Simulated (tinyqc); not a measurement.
What moves the results: standing waves and exposure in a photoresist film. A value that a table varies takes the place of the one given here.

Normal incidence from air. Unexposed resist: N1 = n1 + i k1 with k1 = (A + B) lam/(4 pi), lam in micrometres. r01 = (1 - N1)/(1 + N1), t01 = 2/(1 + N1). Below the resist lie the layer Na = na + i ka and the substrate Ns = ns + i ks: r12 = (r1a + ras x)/(1 + r1a ras x), x = exp(4 pi i Na da/lam), r1a = (N1 - Na)/(N1 + Na), ras = (Na - Ns)/(Na + Ns). With p = exp(2 pi i N1 d/lam), the field at depth z is E(z) = t01 [exp(2 pi i N1 z/lam) + r12 p^2 exp(-2 pi i N1 z/lam)]/(1 + r01 r12 p^2), the relative intensity I(z) = n1 |E(z)|^2 and the reflectance R = |(r01 + r12 p^2)/(1 + r01 r12 p^2)|^2.

Parameters, chosen for this exercise (a resist on polySi, indices near tabulated ones; the results hold for these values, not for the real material):
- lam = 365 nm (vacuum wavelength)
- n1 = 1.731 (resist index)
- A = 0.65 1/micrometre (bleachable absorption (Dill A))
- B = 0.1 1/micrometre (fixed absorption (Dill B))
- d = 954 nm (resist thickness)
- ns = 4.832 (substrate n)
- ks = 2.543 (substrate k)
- na = 1.727 (n of the bottom antireflection layer)
- ka = 0.332 (its k)
- da = 33 nm (its thickness)

## Swing of the coupled dose with resist thickness

The mean of I is taken over 800 depths; the relative dose to clear is taken as 1/(mean of I over the lowest period, 60 depths), scaled to 1 in the first row.

Swing:
```
d (nm),R,mean I,relative dose
954.0,0.0417,0.7954,1.000
971.6,0.0068,0.8206,0.984
989.1,0.0878,0.7492,1.092
1006.7,0.1798,0.6673,1.230
1024.3,0.2017,0.6419,1.275
1041.9,0.1404,0.6839,1.197
1059.4,0.0407,0.7578,1.089
1077.0,0.0085,0.7793,1.075
1094.6,0.0837,0.7159,1.184
1112.1,0.1692,0.6433,1.323
1129.7,0.1900,0.6206,1.369
1147.3,0.1326,0.6582,1.293
1164.9,0.0398,0.7235,1.186
```

The period is 105.4 nm, six rows. The relative dose swings between 0.984 and 1.369, a ratio (max - min)/mean of 0.327, against the estimate 4 sqrt(|r01|^2 |r12|^2) exp(-(A + B) d) = 0.236 for the oscillating part alone; the ratio from the table also holds the slow rise from absorption, 18.6 % over two periods, so the two are not strictly comparable. The dose is least sensitive to thickness at an extremum; the lowest dose listed is at 971.6 nm.

## Tuning the antireflection layer

da takes the values listed; the contrast is (Imax - Imin)/(Imax + Imin) over the lowest period of the resist (60 depths).

Results:
```
da (nm),|r12|^2,contrast
0,0.3217,0.823
10,0.3161,0.821
20,0.2829,0.798
30,0.2236,0.742
40,0.1541,0.651
50,0.0917,0.539
60,0.0471,0.412
75,0.0180,0.273
90,0.0234,0.311
110,0.0455,0.372
140,0.0339,0.326
```

|r12|^2 starts at 0.3217 and is lowest, 0.0180, at 75 nm of those listed, where the contrast is 0.273 against 0.823. The contrast follows 2|r|/(1 + |r|^2), so even |r12|^2 = 0.01 leaves about 0.2. No listed thickness brings |r12|^2 below 0.01.

## What moves the exposure

The mean of I is over 800 depths. Each row changes one parameter from the base and keeps the others.

Results:
```
case,|r12|^2,R,mean I,I at the bottom
base,0.2030,0.0417,0.7954,0.8020
d = 964 nm,0.2030,0.0055,0.8232,0.8230
n1 = 1.748,0.2047,0.0066,0.8271,0.8358
B = 0.3 1/micrometre,0.2014,0.0402,0.7098,0.6522
ks = 2.289,0.1959,0.0434,0.7901,0.7832
da = 43 nm,0.1340,0.0136,0.7783,0.8689
ka = 0.432,0.1863,0.0483,0.7807,0.7446
```

The largest shifts from the base row, up to three for each result and ties (the steps differ in size, so this ranks the rows, not the parameters). |r12|^2: da -0.0690, ka -0.0167, ks -0.0070; unchanged at the printed digits by d. R: d -0.0362, n1 -0.0351, da -0.0281. mean I: B -0.0856, n1 +0.0317, d +0.0278. I at the bottom: B -0.1498, da +0.0669, ka -0.0574.

Run: tinyqc, `OMP_NUM_THREADS=1 python tinyqc.py 1682041 1682042 out.jsonl`; Intel(R) Xeon(R) Processor @ 2.30GHz, one thread, shared host; about 0.01 s of CPU time with all checks.
